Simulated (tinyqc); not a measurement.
Resistance of a source-drain extension with a graded tip: abruptness at a fixed junction position.

y runs along the channel, the gate covers y > 0. The doping is N0 for y < y0 and N0 10^(-(y - y0)/la) beyond, uniform over the depth xj. Sheet conductance s(y) = q mu(N) max(N - Nch, 0) xj + (for y > 0) ma Cox Vo, with mu(N) = u0 + (u1 - u0)/(1 + (N/Nr)^au) and Cox = eps0 eox/tox. Current is taken as one-dimensional; depletion of the tip, spreading and the contact are left out. The metallurgical junction lies at yj, where N = Nch.

R_spacer = integral of dy/s from -Ls to 0, R_ov from 0 to yj, R_channel = (Lg - 2 yj)/(ma Cox Vo), R_total = 2 R_spacer + 2 R_ov + R_channel. Electrical length L_eff = ma Cox dR_total/d(1/Vo); R_series = R_total - L_eff/(ma Cox Vo). y0 is moved with la so that yj stays at 9.3178 nm.

Parameters, values chosen for the exercise; mobility law close to that of holes in silicon:
```
symbol,value,unit,meaning
eox,3.9,,relative permittivity of the gate insulator (close to silicon dioxide)
tox,2.7,nm,insulator thickness
N0,1e20,cm^-3,active doping of the extension far from the gate
xj,17,nm,depth of the extension
Nch,1.4e18,cm^-3,channel doping
Ls,11,nm,spacer length
Vo,0.68,V,gate overdrive
ma,60,cm^2/(V s),mobility of the gate-induced layer
u1,470.5,cm^2/(V s),mobility at low doping
u0,44.9,cm^2/(V s),mobility at high doping
Nr,2.23e17,cm^-3,reference doping
au,0.719,,exponent
Lg,50,nm,gate length
```

Constants: q = 1.602176634e-19 C, eps0 = 8.8541878128e-14 F/cm where lengths are in cm. Results are converted to the units shown.

The same in every row: yj (nm) = 9.318; R_channel (ohm um) = 601.1.

Results:
```
la (nm/decade)  R_spacer (ohm um)  R_ov (ohm um)  R_total (ohm um)  L_eff (nm)  R_series (ohm um)
1                           8.173          15.87             649.2       31.94              37.13
2.3                         8.173          27.83             673.1       32.65              47.46
4.8                         8.173          50.83             719.1       34.01              67.33
6                           8.717          61.37             741.3       34.66              77.06
7.3                         11.20          71.16             765.8       35.34              88.58
8.5                         15.23          78.84             789.2       35.93              100.6
9.8                         21.31          85.94             815.6       36.54              115.4
```

Estimate the missing row, la = 3.5 nm/decade.

Computed row:
```
la (nm/decade)  R_spacer (ohm um)  R_ov (ohm um)  R_total (ohm um)  L_eff (nm)  R_series (ohm um)
3.5                         8.173          38.87             695.2       33.30              56.99
```

With this row back in the table: As la goes from 1 to 9.8 nm/decade, R_total rises from 649 to 816 ohm um, R_spacer rises from 8.17 to 21.3 ohm um and R_ov rises from 15.9 to 85.9 ohm um. R_total changes on average by 18.9 ohm um for each nm/decade. L_eff exceeds the metallurgical length by 0.571 nm in the first row and 5.17 nm in the last, since the gate also controls the lightly doped tips.

Program tinyqc, `OMP_NUM_THREADS=1 python tinyqc.py 2282072 2282073 out.jsonl`; Intel Xeon 2.30GHz, shared host, one thread, about 0.04 s.
